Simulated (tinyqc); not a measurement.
Plane-wave Kohn-Sham cycle with exchange-only LDA in a layered model solid, step by step. Computed by tinyqc, a small Python program that keeps every step. Settings: points = 16, plane-wave index or count = 2, electrons = 4, k points = 3, area = 16.0, mixing = 0.1, iteration cap = 60, Kerker q0 = 1.09. Command: `OMP_NUM_THREADS=1 python tinyqc.py 20791 20792 out.jsonl` (the two numbers bound the seeds that draw the settings). One thread of a shared host (Intel(R) Xeon(R) Processor @ 2.60GHz), about 0.02 s of CPU time with the checks. Later iterations appear only in the table of the cycle.

## Iteration 1: potential

A solid whose potential varies along x alone (atomic units):
```
parameter                      value
period a                    6.200000
cross-section of the cell  16.000000
electrons per cell                 4
grid points                       16
plane waves -n..n, n               2
k points                           3
V1 in V1 cos(2 pi x/a)     -0.430000
```

density at the start, on the grid x_j = j a/N (e/bohr^3): 0.04032258  0.04032258  0.04032258  0.04032258  0.04032258  0.04032258  0.04032258  0.04032258  0.04032258  0.04032258  0.04032258  0.04032258  0.04032258  0.04032258  0.04032258  0.04032258

V_H(G) = 4 pi rho(G)/G^2 for G != 0 (uniform background); v_x = -(3 rho/pi)^(1/3); V = V_ext + V_H + v_x; Fourier components f(G_m) = (1/N) sum_j f(x_j) exp(-i G_m x_j).

Potentials on the grid (hartree):
```
x             V_ext       V_H        v_x          V
0.000000  -0.430000  0.000000  -0.337681  -0.767681
0.387500  -0.397268  0.000000  -0.337681  -0.734949
0.775000  -0.304056  0.000000  -0.337681  -0.641737
1.162500  -0.164554  0.000000  -0.337681  -0.502235
1.550000          0  0.000000  -0.337681  -0.337681
1.937500   0.164554  0.000000  -0.337681  -0.173127
2.325000   0.304056  0.000000  -0.337681  -0.033625
2.712500   0.397268  0.000000  -0.337681   0.059587
3.100000   0.430000  0.000000  -0.337681   0.092319
3.487500   0.397268  0.000000  -0.337681   0.059587
3.875000   0.304056  0.000000  -0.337681  -0.033625
4.262500   0.164554  0.000000  -0.337681  -0.173127
4.650000          0  0.000000  -0.337681  -0.337681
5.037500  -0.164554  0.000000  -0.337681  -0.502235
5.425000  -0.304056  0.000000  -0.337681  -0.641737
5.812500  -0.397268  0.000000  -0.337681  -0.734949
```

V(G_m), m = 0, 1, 2, ... (hartree): -0.337681  -0.215000  0.000000  0.000000  0.000000

## Iteration 1: Hamiltonian at one k

k = 0.000000 2 pi / a

H(m,m') = (k + G_m)^2/2 delta + V(G_m - G_m'), with V(-G) = V(G).

H (hartree):
```
           -2         -1         +0         +1         +2
-2   1.716347  -0.215000   0.000000   0.000000   0.000000
-1  -0.215000   0.175826  -0.215000   0.000000   0.000000
+0   0.000000  -0.215000  -0.337681  -0.215000   0.000000
+1   0.000000   0.000000  -0.215000   0.175826  -0.215000
+2   0.000000   0.000000   0.000000  -0.215000   1.716347
```

## Iteration 1: levels at that k

Diagonalise the Hermitian matrix.

eigenvalues (hartree): -0.482699  0.146383  0.290562  1.745790  1.746630

## Iteration 1: new density

Motion across x is left out: the lowest 2 band(s) hold two electrons at each of the k points (j + 1/2)/nk - 1/2. Residual R = rho(out) - rho(in); rho(new) = rho(in) + 0.1 R, with R(G) scaled by G^2/(G^2 + 1.09^2) (Kerker). rho(out) = 2/(a A nk) sum |psi|^2 with psi = sum c exp(i G x). Harris energy E = band energy - dV sum rho (V_H/2 + v_x) + (3/4) dV sum rho v_x with rho(in), dV = a A/N, band energy = (2/nk) sum of the filled levels.

rho(out) (e/bohr^3): 0.05269725  0.05450239  0.05704408  0.05504117  0.04659600  0.03469966  0.02391746  0.01704711  0.01476832  0.01704711  0.02391746  0.03469966  0.04659600  0.05504117  0.05704408  0.05450239

density after iteration 1 (e/bohr^3): 0.04059402  0.04080206  0.04117188  0.04123393  0.04080671  0.04011676  0.03950278  0.03913758  0.03902388  0.03913758  0.03950278  0.04011676  0.04080671  0.04123393  0.04117188  0.04080206

energy per cell = -0.53153420 hartree

## Iteration 2: potential

As before.

Potentials on the grid (hartree):
```
x             V_ext        V_H        v_x          V
0.000000  -0.430000   0.010218  -0.338437  -0.758219
0.387500  -0.397268   0.009926  -0.339014  -0.726356
0.775000  -0.304056   0.008703  -0.340035  -0.635388
1.162500  -0.164554   0.005928  -0.340206  -0.498831
1.550000          0   0.001515  -0.339027  -0.337512
1.937500   0.164554  -0.003770  -0.337105  -0.176322
2.325000   0.304056  -0.008681  -0.335377  -0.040001
2.712500   0.397268  -0.012085  -0.334340   0.050844
3.100000   0.430000  -0.013292  -0.334016   0.082692
3.487500   0.397268  -0.012085  -0.334340   0.050844
3.875000   0.304056  -0.008681  -0.335377  -0.040001
4.262500   0.164554  -0.003770  -0.337105  -0.176322
4.650000          0   0.001515  -0.339027  -0.337512
5.037500  -0.164554   0.005928  -0.340206  -0.498831
5.425000  -0.304056   0.008703  -0.340035  -0.635388
5.812500  -0.397268   0.009926  -0.339014  -0.726356
```

V(G_m), m = 0, 1, 2, ... (hartree): -0.337666  -0.210364  -0.000063  0.000136  0.000014

## Iteration 2: Hamiltonian at one k

k = 0.000000 2 pi / a

As before.

H (hartree):
```
           -2         -1         +0         +1         +2
-2   1.716362  -0.210364  -0.000063   0.000136   0.000014
-1  -0.210364   0.175841  -0.210364  -0.000063   0.000136
+0  -0.000063  -0.210364  -0.337666  -0.210364  -0.000063
+1   0.000136  -0.000063  -0.210364   0.175841  -0.210364
+2   0.000014   0.000136  -0.000063  -0.210364   1.716362
```

## Iteration 2: levels at that k

As before.

eigenvalues (hartree): -0.477472  0.147657  0.286644  1.744594  1.745314

## Iteration 2: new density

As before.

rho(out) (e/bohr^3): 0.05240219  0.05418923  0.05673420  0.05484205  0.04659991  0.03489381  0.02421250  0.01736523  0.01508524  0.01736523  0.02421250  0.03489381  0.04659991  0.05484205  0.05673420  0.05418923

density after iteration 2 (e/bohr^3): 0.04086682  0.04126005  0.04195868  0.04207262  0.04125393  0.03992848  0.03874135  0.03802918  0.03780589  0.03802918  0.03874135  0.03992848  0.04125393  0.04207262  0.04195868  0.04126005

energy per cell = -0.52208779 hartree

## Convergence

Stop when sqrt(dV sum R^2) is below 1e-8, dV = a A/N.

Course of the cycle:
```
iteration  E (hartree)  norm of the residual
1          -0.53153420              1.57e-01
2          -0.52208779              1.47e-01
3          -0.51382402              1.37e-01
4          -0.50659775              1.28e-01
5          -0.50028092              1.20e-01
6          -0.49476070              1.12e-01
7          -0.48993786              1.04e-01
8          -0.48572518              9.76e-02
9          -0.48204612              9.12e-02
10         -0.47883356              8.52e-02
11         -0.47602871              7.96e-02
...                ...                   ...
50         -0.45686287              5.68e-03
51         -0.45685055              5.31e-03
52         -0.45683979              4.96e-03
53         -0.45683039              4.64e-03
54         -0.45682218              4.33e-03
55         -0.45681501              4.05e-03
56         -0.45680874              3.79e-03
57         -0.45680327              3.54e-03
58         -0.45679849              3.31e-03
59         -0.45679431              3.09e-03
60         -0.45679066              2.89e-03
```

Not converged within 60 iterations: the residual falls steadily but slowly, by a factor of about 0.93 a step. Reruns (cap 100 unless said): mixing 0.5, Kerker q0 1.0: converged in 39 (E = -0.45677); mixing 0.3, Pulay depth 5: converged in 9 (E = -0.45677); the original settings with a cap of 400: converged in 247 (E = -0.45677).
